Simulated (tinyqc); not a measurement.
Field emission through a triangular barrier, exact transmission by Airy functions: two steps of the calculation.

The left lead has its band edge at 0; for x > 0 the edge falls without end, U(x) = U0 - F x, with mass m1. No transverse momentum; C = hbar^2/(2 m0); psi and psi'/m are continuous at x = 0. The outgoing solution is Bi(z) + i Ai(z).

Inputs (values chosen for the exercise); masses and offsets of a made-up heterostructure:

| symbol | value | unit | meaning |
|---|---|---|---|
| mL | 0.17 | m0 | mass in the left lead |
| U0 | 0.75 | eV | barrier edge at x = 0 |
| m1 | 0.37 | m0 | mass in the barrier |
| E | 0.104 | eV | electron energy |
| F | 0.89 | V/nm | field in the barrier |

Constants: q = 1.602176634e-19 C, hbar = 1.054571817e-34 J s, m0 = 9.1093837015e-31 kg, hbar^2/(2 m0) = 0.0380998212 eV nm^2. Results are converted to the units shown.

Problem 1. Scaled variables. Energy scale e = (C F^2/m1)^(1/3), z(x) = (U(x) - E)/e, s = (dz/dx)/m1 = -F/(e m1); v = k/m in a lead. vL = sqrt(mL E/C)/mL.

Wanted: e; z(0); s; vL; turning point (U0 - E)/F.

Solution 1.

e = 0.4337 eV
z(0) = 1.490
s = -5.547 1/nm
vL = 4.007 1/nm
turning point (U0 - E)/F = 0.7258 nm

Problem 2. Transmission, exact and WKB. With the Airy functions at z = z(0): g = s (Bi' + i Ai')/(Bi + i Ai), r = (i vL - g)/(i vL + g), T(E) = 1 - |r|^2 = 4 vL Im(g)/|i vL + g|^2, vL = sqrt(mL E/C)/mL. Im(g) = -s/(pi (Ai^2 + Bi^2)) by the Wronskian. WKB: exp(-S), S = (4/(3 F)) sqrt(m1/C) [max(U0 - E, 0)^1.5].

Airy functions: Ai 0.072769530, Ai' -0.098506887, Bi 1.8594496, Bi' 1.8571138
s = -5.5465280 1/nm
vL = 4.0071052 1/nm

Give: Re g; Im g; T(E); exp(-S).

Solution 2.

Re g = -5.520 1/nm
Im g = 0.5098 1/nm
T(E) = 0.1606
exp(-S) = 0.08856

Range of the model: Masses are held fixed, although real bands cease to be parabolic a few tenths of an eV from their edges.

Numbers from tinyqc (`OMP_NUM_THREADS=1 python tinyqc.py 2580125 2580126 out.jsonl`; about 0.01 s on one thread of a shared Intel Xeon 2.30GHz).
